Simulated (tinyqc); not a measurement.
CIS and TDHF on RHF in the 3-21g basis, for H3-, spin multiplicity 1, step by step. The basis has no diffuse functions, so it cannot describe the extra electron: this is an exercise in the method, not the real anion. One step of it, computed by the program tinyqc.

Problem. CIS matrix, singlets. A(ia,jb) = (e_a - e_i) d_ij d_ab + 2 (ia|jb) - (ij|ab).

orbital energies (hartree): MO1 -0.369776, MO2 0.147934, MO3 0.576542, MO4 1.214742, MO5 1.551382, MO6 1.938789

Two-electron integrals over orbitals (pq|rs), unique and non-zero (hartree):
```
(11|11) 0.614116    (21|11) -0.013284   (21|21) 0.100984    (22|11) 0.460996
(22|21) 0.013048    (22|22) 0.441043    (31|11) 0.038526    (31|21) 0.002166
(31|22) -0.018588   (31|31) 0.067178    (32|11) 0.004271    (32|21) -0.045896
(32|22) -0.007720   (32|31) -0.002576   (32|32) 0.043902    (33|11) 0.423793
(33|21) -0.006338   (33|22) 0.360488    (33|31) 0.025127    (33|32) 0.004309
(33|33) 0.380236    (41|11) -0.140451   (41|21) 0.009437    (41|22) -0.062069
(41|31) -0.018068   (41|32) -0.001296   (41|33) -0.041213   (41|41) 0.091766
(42|11) 0.014523    (42|21) -0.001653   (42|22) 0.007489    (42|31) 0.001422
(42|32) -0.005356   (42|33) 0.003733    (42|41) -0.011203   (42|42) 0.024682
(43|11) -0.021174   (43|21) 0.002334    (43|22) -0.017362   (43|31) 0.021931
(43|32) -0.002135   (43|33) 0.001052    (43|41) 0.021674    (43|42) 0.001130
(43|43) 0.039626    (44|11) 0.519885    (44|21) -0.022373   (44|22) 0.392317
(44|31) 0.049040    (44|32) 0.008085    (44|33) 0.387546    (44|41) -0.103707
(44|42) 0.010754    (44|43) -0.005029   (44|44) 0.475755    (51|11) -0.000567
(51|21) -0.065839   (51|22) -0.012558   (51|31) -0.003113   (51|32) 0.023204
(51|33) -0.000435   (51|41) -0.004729   (51|42) 0.027409    (51|43) 0.001719
(51|44) 0.008312    (51|51) 0.075794    (52|11) -0.132129   (52|21) -0.006846
(52|22) -0.089489   (52|31) 0.008064    (52|32) 0.001930    (52|33) -0.047976
(52|41) 0.061846    (52|42) -0.002061   (52|43) 0.003438    (52|44) -0.085806
(52|51) 0.015331    (52|52) 0.092066    (53|11) -0.002594   (53|21) 0.008011
(53|22) -0.000593   (53|31) 0.001943    (53|32) 0.005240    (53|33) 0.000858
(53|41) 0.003876    (53|42) -0.009893   (53|43) 0.001330    (53|44) -0.001446
(53|51) -0.017742   (53|52) -0.003252   (53|53) 0.013967    (54|11) -0.010868
(54|21) 0.080567    (54|22) 0.006199    (54|31) 0.006431    (54|32) -0.033620
(54|33) -0.003057   (54|41) 0.009542    (54|42) -0.007040   (54|43) 0.002380
(54|44) -0.017660   (54|51) -0.061478   (54|52) -0.003557   (54|53) 0.008856
(54|54) 0.075862    (55|11) 0.527308    (55|21) 0.030934    (55|22) 0.473693
(55|31) -0.021110   (55|32) -0.014377   (55|33) 0.371998    (55|41) -0.108338
(55|42) 0.007517    (55|43) -0.015515   (55|44) 0.436809    (55|51) -0.034273
(55|52) -0.154522   (55|53) 0.003261    (55|54) 0.021870    (55|55) 0.583853
(61|11) -0.020736   (61|21) -0.005446   (61|22) 0.039484    (61|31) -0.056197
(61|32) 0.003944    (61|33) -0.017395   (61|41) 0.021190    (61|42) 0.002689
(61|43) 0.014532    (61|44) -0.034483   (61|51) 0.007563    (61|52) -0.037574
(61|53) -0.000915   (61|54) -0.011621   (61|55) 0.067227    (61|61) 0.099854
(62|11) -0.007078   (62|21) 0.058341    (62|22) 0.006210    (62|31) 0.004411
(62|32) -0.023361   (62|33) -0.002047   (62|41) 0.006898    (62|42) -0.016420
(62|43) -0.000415   (62|44) -0.010787   (62|51) -0.057383   (62|52) -0.007080
(62|53) 0.017796    (62|54) 0.051519    (62|55) 0.019631    (62|61) -0.009129
(62|62) 0.054632    (63|11) -0.115240   (63|21) 0.004820    (63|22) -0.056201
(63|31) -0.026948   (63|32) -0.000865   (63|33) -0.047180   (63|41) 0.056585
(63|42) -0.005717   (63|43) 0.007484    (63|44) -0.086744   (63|51) 0.000038
(63|52) 0.042774    (63|53) 0.001673    (63|54) 0.002978    (63|55) -0.079290
(63|61) 0.023289    (63|62) 0.002740    (63|63) 0.053015    (64|11) 0.043610
(64|21) 0.009534    (64|22) -0.022611   (64|31) 0.063575    (64|32) -0.006327
(64|33) 0.025183    (64|41) -0.031012   (64|42) -0.001540   (64|43) -0.000580
(64|44) 0.056628    (64|51) -0.011651   (64|52) 0.021315    (64|53) 0.002102
(64|54) 0.016134    (64|55) -0.042708   (64|61) -0.090741   (64|62) 0.011951
(64|63) -0.032385   (64|64) 0.099876    (65|11) 0.016216    (65|21) -0.101176
(65|22) -0.014846   (65|31) 0.000008    (65|32) 0.052539    (65|33) 0.007653
(65|41) -0.013843   (65|42) 0.020831    (65|43) -0.000711   (65|44) 0.026515
(65|51) 0.090889    (65|52) 0.012785    (65|53) -0.016340   (65|54) -0.093037
(65|55) -0.041043   (65|61) 0.004759    (65|62) -0.079042   (65|63) -0.006959
(65|64) -0.010235   (65|65) 0.139683    (66|11) 0.621240    (66|21) -0.019301
(66|22) 0.465044    (66|31) 0.044180    (66|32) 0.007153    (66|33) 0.428644
(66|41) -0.166681   (66|42) 0.017975    (66|43) -0.029921   (66|44) 0.536472
(66|51) 0.003785    (66|52) -0.146864   (66|53) -0.004463   (66|54) -0.016674
(66|55) 0.549249    (66|61) -0.031840   (66|62) -0.012007   (66|63) -0.135523
(66|64) 0.057670    (66|65) 0.026210    (66|66) 0.685057
```

Give: CIS matrix A, singlet.

Solution.

CIS matrix A, singlet (hartree), lower triangle:
```
        1>3     1>4     1>5     1>6    2>3     2>4    2>5    2>6
1>3   0.657
1>4  -0.015   1.248
1>5  -0.004   0.001   1.545
1>6   0.003  -0.001  -0.001   1.887
2>3   0.001  -0.005   0.038   0.003  0.156
2>4   0.001   0.000  -0.026  -0.004  0.007   0.724
2>5   0.008   0.043   0.000   0.026  0.004  -0.010  1.114
2>6   0.004   0.004  -0.014   0.001  0.009  -0.010  0.001  1.435
```
